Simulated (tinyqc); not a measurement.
# MOSFET in the linear regime without short-channel effects, parameter extraction from computed curves: two studies

Inversion charge Q = Cox n Vt W0(exp((Vg - VT)/(n Vt))), W0 the Lambert function and n = nf; u = Q/Cox; mobility mu = mu0/(1 + th1 u + th2 u^2); channel resistance Rch = (L - dL)/(W mu Q); Id = Vd/(Rch + Rsd/W). Cox = eps0 eox/tox. Small Vd, no channel-length or drain effects.

Parameters, values chosen for the exercise; channel values of the order met in silicon transistors:
```
symbol,value,unit,meaning
T,300,K,temperature
eox,3.9,,relative permittivity of the gate insulator (close to silicon dioxide)
tox,4.9,nm,insulator thickness
mu0,160,cm^2/(V s),low-field mobility
th1,0.71,1/V,first mobility attenuation factor
th2,0,1/V^2,second mobility attenuation factor
VT,0.51,V,threshold voltage
nf,1.12,,body factor
W,1,um,gate width
L,0.64,um,drawn gate length
dL,0.016,um,drawn less effective length
Rsd,460,ohm um,source plus drain resistance
Vd,0.02,V,drain voltage
```

Constants: q = 1.602176634e-19 C, kB = 1.380649e-23 J/K, Vt = kB T/q, eps0 = 8.8541878128e-14 F/cm where lengths are in cm. Results are converted to the units shown.

Each table varies one quantity; the others keep the values above.

## Extraction methods against the source plus drain resistance

From the continuous curve Id(Vg): tangent at peak gm (V_ext = Vg - Id/gm); constant current Id = 0.1 uA W/L; peak of d2Id/dVg2; Y = Id/sqrt(gm) drawn through Vg = VT + 0.6 and VT + 0.8 V, with intercept VT_Y and slope s. Mobilities gm,max L/(W Cox Vd) and s^2 L/(W Cox Vd) with the drawn L. Last column: share of Rsd/W in the total resistance at VT + 0.8 V.

Extraction methods against the source plus drain resistance:
```
Rsd (ohm um)	V_ext (V)	constant current (V)	second derivative (V)	VT_Y (V)	mobility from gm (cm^2/(V s))	mobility from Y (cm^2/(V s))	series share (%)
0	0.510	0.567	0.501	0.554	113	150	0
50	0.510	0.567	0.501	0.554	112	150	0.424
100	0.510	0.567	0.500	0.554	112	150	0.844
200	0.509	0.567	0.500	0.554	112	150	1.67
400	0.508	0.567	0.500	0.554	111	150	3.29
800	0.507	0.568	0.500	0.554	109	150	6.37
1500	0.505	0.568	0.499	0.554	106	150	11.3
```

What does the table show?

The model has VT = 0.51 V and mu0 = 160 cm^2/(V s). Over the table the extracted thresholds move by 5.2 mV (tangent), 0.90 mV (constant current), 1.5 mV (second derivative), under 0.5 mV (Y function). The mobility from gm falls from 113 to 106 and that from Y stays near 150 cm^2/(V s). Y cancels the series resistance, which multiplies Id and sqrt(gm) by the same factor.

## Extraction methods against the drawn gate length

Same model as above.

Extraction methods against the drawn gate length:
```
L (um)	V_ext (V)	constant current (V)	second derivative (V)	VT_Y (V)	mobility from gm (cm^2/(V s))	mobility from Y (cm^2/(V s))	series share (%)
0.03	0.479	0.526	0.489	0.554	146	313	63.6
0.062	0.494	0.551	0.496	0.554	120	197	34.7
0.13	0.502	0.561	0.499	0.554	114	166	17.6
0.27	0.506	0.565	0.500	0.554	111	155	8.77
0.56	0.508	0.567	0.500	0.554	110	150	4.30
1.2	0.509	0.568	0.500	0.554	110	148	2.02
2.4	0.509	0.569	0.500	0.554	110	147	1.01
5	0.510	0.569	0.500	0.554	110	146	0.488
```

Read the table: what changes, and by how much?

The model has VT = 0.51 V and mu0 = 160 cm^2/(V s). Over the table the extracted thresholds move by 30 mV (tangent), 43 mV (constant current), 11 mV (second derivative), under 0.5 mV (Y function). The mobility from gm falls from 146 to 110 and that from Y falls from 313 to 146 cm^2/(V s).

Computed by the program tinyqc: `OMP_NUM_THREADS=1 python tinyqc.py 2210015 2210016 out.jsonl`, one thread of a shared Intel Xeon 2.30GHz, about 0.01 s for the whole run.
